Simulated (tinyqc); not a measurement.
Worked calculation: WKB tunnelling through a gate dielectric with a two-band (Franz) dispersion. Values are carried at full precision from step to step, so a last printed digit may differ when a step is redone from the rounded ones.

Constants: hbar^2/2m0 = 3.80998211 eV angstrom^2.

Inputs chosen for the exercise (of the size used for Al2O3 on silicon; shifted at random, so the results belong to these values and not to a real crystal): phi = 2.06 eV (barrier above the electron energy at the emitter); t = 19 angstrom (thickness); V = 2.5 V (voltage across the layer); Eg = 6.88 eV (gap of the dielectric); m = 0.31 m0 (mass at the conduction edge).

## Shape of the barrier

Field V/t (1 V/angstrom = 100 MV/cm), the end of the forbidden region x_e = min(t, phi t/V), and u there.

field = 13.16 MV/cm
x_e = 15.66 angstrom
u(x_e) = 0.000 eV

V >= phi: a triangle, Fowler-Nordheim tunnelling into the conduction band of the dielectric. This field is near or beyond what Al2O3 bears for long; the numbers are an exercise.

## Decay constant through the layer

At depth x the conduction edge lies u(x) = phi - V x/t above the electron. Parabolic: kappa = sqrt(m u/c). Franz: kappa = sqrt(m u (1 - u/Eg)/c), which vanishes at both band edges. c = hbar^2/2m0. T = exp(-2 integral of kappa dx) over the region u > 0; no image force, no prefactor, zero transverse momentum. The region ends at x_e = min(t, phi t/V); x_e < t is the Fowler-Nordheim regime.

Nine points x = j x_e/8.

kappa (1/angstrom):
```
x (angstrom)  u (eV)  parabolic   Franz
0.000         2.0600     0.4094  0.3427
1.957         1.8025     0.3830  0.3290
3.914         1.5450     0.3546  0.3122
5.871         1.2875     0.3237  0.2918
7.828         1.0300     0.2895  0.2669
9.785         0.7725     0.2507  0.2362
11.742        0.5150     0.2047  0.1969
13.699        0.2575     0.1447  0.1420
15.656        0.0000     0.0000  0.0000
```

At the emitter the Franz value is 16.3 % below the parabolic one, the factor sqrt(1 - phi/Eg).

## The integrals by Simpson's rule

Weights 1, 4, 2, 4, 2, 4, 2, 4, 1 times a third of the spacing.

integral of kappa dx: parabolic 4.250, Franz 3.843

## The integrals in closed form

Parabolic: (2/3) sqrt(m/c) (t/V) (phi^(3/2) - u_e^(3/2)). Franz: sqrt(m/c) Eg^(3/2) (t/V) (f(phi/Eg) - f(u_e/Eg)) with f(y) = ((2y - 1) sqrt(y (1 - y)) + arcsin(sqrt y))/4. u_e = max(phi - V, 0). T = exp(-2 I).

integral of kappa dx: parabolic 4.2731, Franz 3.8659

T: parabolic 0.000194, Franz 0.000439

The two-band dispersion raises T by a factor 2.26.

## Checks

- Franz integral in closed form against adaptive quadrature: both 3.86590.

tinyqc: `OMP_NUM_THREADS=1 python tinyqc.py 1450583 1450584 out.jsonl`; about 0.01 s, one thread, shared Intel(R) Xeon(R) Processor @ 2.30GHz.
